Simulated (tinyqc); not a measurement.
Inside a calculation: delta-doped layer in the Thomas-Fermi potential. Values are carried at full precision from step to step, so a last printed digit may differ when a step is redone from the rounded ones.

All donors ionised in the plane z = 0, zero temperature, energies from the Fermi level EF of the Thomas-Fermi model, which lies at the bulk band edge; c = hbar^2/2m0, q = e^2/(4 pi eps0). Layer in a (001) plane: two valleys with m_z = ml, m_d = mt (unprimed) and four with m_z = mt, m_d = sqrt(ml mt) (primed); m3 = (ml mt^2)^(1/3), gv = 6. With n = (gv/3 pi^2)(m3 (-V)/c)^(3/2) and V'' = -(4 pi q/eps) n for z > 0, the solution is V = -b/(|z| + z0)^4 with sqrt(b) = 20/K, K = (4 pi q/eps)(gv/3 pi^2)(m3/c)^(3/2), and z0^5 = 4b/(e F0), e F0 = 2 pi q N/eps; 1e13/cm^2 = 1e-3/angstrom^2. Exchange and correlation are left out.

Constants: hbar^2/2m0 = 3.80998211 eV angstrom^2; e^2/(4 pi eps0) = 14.39964547 eV angstrom.

Values chosen for the exercise (near those of a delta-doped layer in Si; not measured data): ml = 0.9 m0 (longitudinal mass); mt = 0.188 m0 (transverse mass); eps = 11.5 (dielectric constant); N = 9.6 x 1e13/cm^2 (donor sheet density).

## The Thomas-Fermi well

Give K, b, e F0, z0 and the depth b/z0^4.

K = 0.076470 eV^(-1/2) angstrom^-2
b = 68404 eV angstrom^4
e F0 = 0.075527 eV/angstrom
z0 = 20.50 angstrom
depth = 0.3871 eV

Half of the electrons lie within |z| < (2^(1/5) - 1) z0 = 3.0 angstrom. The mean donor spacing in the plane is 10.2 angstrom, against a Bohr radius 0.529177 eps/m3 = 19.2 angstrom: the orbits overlap many donors, so a smeared sheet is a fair model in the plane. Across the plane the Thomas-Fermi density is more peaked than that of the quantised subbands, the more so the fewer are filled.

## Profile

V = -b/(|z| + z0)^4, n and the share of electrons beyond |z|, (z0/(|z| + z0))^5, at z = 0, 0.1, 0.25, 0.5, 1 and 2 times z0; n = (eps/(4 pi q)) 20 b/(|z| + z0)^6, q = e^2/(4 pi eps0), 1/angstrom^3 = 1e24/cm^3.

Profile:
```
z (angstrom)   V (eV)  n (1e19/cm^3)  share beyond
0.0           -0.3871            117         1.000
2.1           -0.2644           66.1         0.621
5.1           -0.1586           30.7         0.328
10.3          -0.0765           10.3         0.132
20.5          -0.0242           1.83         0.031
41.0          -0.0048          0.161         0.004
```

## Subbands

Subbands solve -(c/m_z) psi'' + V psi = E psi on 1280 points of spacing z0/80; up to ten levels for each group, kept if bound with an rms width below 2.5 z0.

List the bound levels with their rms width.

Subbands:
```
label  valleys g  m_d (m0)   E (eV)  rms z (angstrom)
0              2    0.1880  -0.1773               5.0
0'             4    0.4113  -0.1034              11.7
1              2    0.1880  -0.0273              17.2
2              2    0.1880  -0.0036              43.4
```

The lowest level lies 54 % of the way up the well, and 0' follows 74 meV higher.

## Filling the subbands

At zero temperature n_i = g m_d (mu - E_i)/(2 pi c) for E_i < mu, c = hbar^2/2m0; find mu from sum n_i = N (1e13/cm^2 = 1e-3/angstrom^2).

mu = -0.0072 eV

n_i in the order of the list (1e13/cm^2): 2.673  6.611  0.316  0.000

3 subbands filled in part, the lowest with 28 % of the electrons. The potential was built for a Fermi level at 0; filling its quantised levels puts mu 1.9 % of the depth below that, which shows how nearly the two pictures agree. The fullest is 0', with 69 %.

## Estimate from a V-shaped well

Near z = 0 the well is -depth + e F0 |z|, whose levels are a (c (e F0)^2/m_z)^(1/3) with a = 1.018793 (even) and 2.338107 (odd); c = hbar^2/2m0, m_z = ml, for the unprimed levels.

levels 0 and 1 (eV): -0.0927  0.2887

Level 0 comes out 85 meV too high, since screening flattens the true well away from the plane, and level 1 lands above the rim at 0.

## Checks

- Integral of the Thomas-Fermi density against N, 1e13/cm^2: both 9.600.
- Lowest level on a finer grid (z0/200), eV: both -0.177.

(tinyqc, `OMP_NUM_THREADS=1 python tinyqc.py 1280982 1280983 out.jsonl`, Intel(R) Xeon(R) Processor @ 2.30GHz, 1 thread, shared host, about 0.1 s.)
